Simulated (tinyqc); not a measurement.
Heterojunction of two tight-binding chains: one step. Self-energies on the last left site. Five cases, with inputs chosen for the exercise.

Question. Hoppings t1 (left), t2 (right), tc (interface); g is the surface Green function of a half chain. The rest of the left chain gives S1 = t1^2 g1 = -t1 exp(i k1 a); the right chain gives S2 = tc^2 g2 = -(tc^2/t2) exp(i k2 a).

Give: S1; S2.

Case 1.

ka (rad): left 0.4092301, right 0.1872515

t1 = 3.463620 eV
t2 = 2.059450 eV
tc = 2.670796 eV

Answer.

S1 = -3.17762-1.37819i eV
S2 = -3.40307-0.64478i eV

Case 2.

ka (rad): left 0.4055203, right 0.1962382

t1 = 6.349970 eV
t2 = 3.907674 eV
tc = 4.732260 eV

Answer.

S1 = -5.83497-2.50504i eV
S2 = -5.62086-1.11741i eV

Case 3.

ka (rad): left 0.3042082, right 0.1219326

t1 = 3.386651 eV
t2 = 2.087661 eV
tc = 2.074005 eV

Answer.

S1 = -3.23115-1.01443i eV
S2 = -2.04514-0.25061i eV

Case 4.

ka (rad): left 0.2316948, right 0.0644247

t1 = 5.669616 eV
t2 = 3.133209 eV
tc = 4.214747 eV

Answer.

S1 = -5.51812-1.30190i eV
S2 = -5.65785-0.36501i eV

Case 5.

ka (rad): left 0.4201454, right 0.0735300

t1 = 4.972958 eV
t2 = 2.775605 eV
tc = 2.860730 eV

Answer.

S1 = -4.54046-2.02844i eV
S2 = -2.94050-0.21661i eV

Computed by tinyqc, one run a case: `OMP_NUM_THREADS=1 python tinyqc.py N N+1 out.jsonl` with N = 1481080, 1481126, 1481136, 1481505, 1482015; one thread of a shared Intel(R) Xeon(R) Processor @ 2.30GHz, about 0.01 s a run at most.
